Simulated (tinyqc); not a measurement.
Closable height against the size of the gap: wafer bonding and layer transfer: bond energy, gap closing, particles, bonding of dissimilar wafers and hydrogen blisters. Computed by tinyqc, a small Python program. Command: `OMP_NUM_THREADS=1 python tinyqc.py 3020333 3020334 out.jsonl bond walk`. One thread of a shared host (Intel(R) Xeon(R) Processor @ 2.30GHz), about 0.01 s of CPU time with the checks.

gamma is the energy per area of each of the two surfaces; plates are isotropic.

Inputs (values chosen for the exercise, for model wafers):

| quantity | value | unit |
|---|---|---|
| Young's modulus E1 | 165 | GPa |
| Young's modulus E2 | 68.7 | GPa |
| Poisson ratio nu | 0.28 | - |
| thickness t1 | 625 | micrometre |
| thickness t2 | 625 | micrometre |
| blade thickness t_b | 100 | micrometre |
| crack length L | 22.7 | mm |

Pair: two different wafers.

Method. Two cantilevers opened by t_b: gamma = 3 t_b^2 E1 t1^3 E2 t2^3/(16 L^4 (E1 t1^3 + E2 t2^3)). E' = E1/(1 - nu^2), equal wafers of thickness t1 assumed. A gap of radius R closes if h_g < h_c: h_c = R^2/sqrt((2/3) E' t1^3/gamma) for R > 2 t1 (plate bending), h_c = 3.6 sqrt(R gamma/E') for R < 2 t1 (local deformation).

bond energy gamma = 0.0836219 J/m^2

Gap closing:

| R (mm) | regime | h_c (nm) | slope h_c/R |
|---|---|---|---|
| 1.00e-04 | local | 7.7802e-01 | 0.0077802 |
| 1.00e-03 | local | 2.4603e+00 | 0.0024603 |
| 1.00e-02 | local | 7.7802e+00 | 0.0007780 |
| 1.00e-01 | local | 2.4603e+01 | 0.0002460 |
| 5.00e-01 | local | 5.5014e+01 | 0.0001100 |
| 2.00e+00 | plate | 2.1428e+02 | 0.0001071 |
| 5.00e+00 | plate | 1.3392e+03 | 0.0002678 |
| 2.00e+01 | plate | 2.1428e+04 | 0.0010714 |
| 5.00e+01 | plate | 1.3392e+05 | 0.0026785 |

Roughness of 100 nm scale may be 0.78 nm in half height, waviness of radius 5 cm as much as 130 micrometre: h_c goes as R^(1/2) when the wafer deforms locally and as R^2 when it bends. The allowed slope is least near R = 2 t1, so defects about 4 t1 wide are the hardest to close; bow matters little.

Extremes, crossings and ranges named in words are read from the listed rows.
